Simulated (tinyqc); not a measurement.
Strain-driven crossing of the Gamma and L valleys in a germanium-like crystal: one step. Band edges. Two cases, with inputs chosen for the exercise.

Problem. Give the edges and the direct and indirect gaps from the top valence edge.

Edges from the unstrained valence top: Gamma at Eg + ac tr(e); an L valley with unit axis u at EgL + aL tr(e) + XuL (u.e.u - tr(e)/3), u along [111], [1-1-1], [-11-1], [-1-11]; valence edges are the levels of the 6 x 6 matrix of X, Y, Z times spin with -Dso/3 + l exx + m (eyy + ezz) on the diagonal (cyclic), n exy off it, l = av + 2 b, m = av - b, n = sqrt(3) d. Spin-orbit term (Dso/3) L.sigma on X, Y, Z with (L_k)_ij = -i epsilon_kij: <X+|H|Y+> = -i Dso/3, <X+|H|Z-> = Dso/3, <Y+|H|Z-> = -i Dso/3, <Z+|H|X-> = -Dso/3, <Z+|H|Y-> = i Dso/3, <X-|H|Y-> = i Dso/3, and their conjugates; + and - are the spin along z.

Case 1.

Values chosen (near those of Ge, gaps at low temperature; not measured data): Eg = 0.91 eV (gap at Gamma to the s-like level); EgL = 0.757 eV (gap to L); Dso = 0.288 eV (spin-orbit splitting); ac = -8.33 eV (conduction deformation potential); av = 1.22 eV (valence hydrostatic potential); b = -2.54 eV (tetragonal shear potential); d = -5.32 eV (trigonal shear potential); aL = -1.66 eV (hydrostatic potential of the L edge, Xd + Xu/3); XuL = 16.82 eV (uniaxial potential, L).

strain tensor in the cubic axes, rows x, y, z and columns alike:
```
[[0.00494925, 0.00515075, 0.00000000],
 [0.00515075, 0.00494925, 0.00000000],
 [0.00000000, 0.00000000, -0.00374920]]
```

Case 2.

Values chosen (near those of Ge, gaps at low temperature; not measured data): Eg = 0.893 eV (gap at Gamma to the s-like level); EgL = 0.756 eV (gap to L); Dso = 0.293 eV (spin-orbit splitting); ac = -8.3 eV (conduction deformation potential); av = 1.25 eV (valence hydrostatic potential); b = -2.51 eV (tetragonal shear potential); d = -5.2 eV (trigonal shear potential); aL = -1.58 eV (hydrostatic potential of the L edge, Xd + Xu/3); XuL = 17.05 eV (uniaxial potential, L).

strain tensor in the cubic axes, rows x, y, z and columns alike:
```
[[0.04490000, 0.00000000, 0.00000000],
 [0.00000000, -0.01219972, 0.00000000],
 [0.00000000, 0.00000000, -0.01219972]]
```

Give: Gamma edge; L edges; valence edges from the top; direct and indirect gap.

Solution.

Case 1.

Gamma edge = 0.8588 eV

L edges (eV): [111] 0.8045, [1-1-1] 0.6890, [-11-1] 0.6890, [-1-11] 0.8045

valence edges from the top (eV): [0.0432, -0.0188, -0.2898]

direct and indirect gap (eV): [0.8156, 0.6459]

The gap is indirect: Gamma lies 170 meV above the lowest L valley. The top two valence edges are 62 meV apart.

Case 2.

Gamma edge = 0.7228 eV

L edges (eV): [111] 0.7236, [1-1-1] 0.7236, [-11-1] 0.7236, [-1-11] 0.7236

valence edges from the top (eV): [0.1689, 0.0235, -0.4086]

direct and indirect gap (eV): [0.5539, 0.5547]

The gap is direct: Gamma lies 1 meV below the lowest L valley. The top two valence edges are 145 meV apart. At strains above 3 % second-order terms, left out here, matter.

Computed by tinyqc, one run a case: `OMP_NUM_THREADS=1 python tinyqc.py N N+1 out.jsonl` with N = 1080967, 1081491; one thread of a shared Intel(R) Xeon(R) Processor @ 2.30GHz, about 0.01 s a run at most.
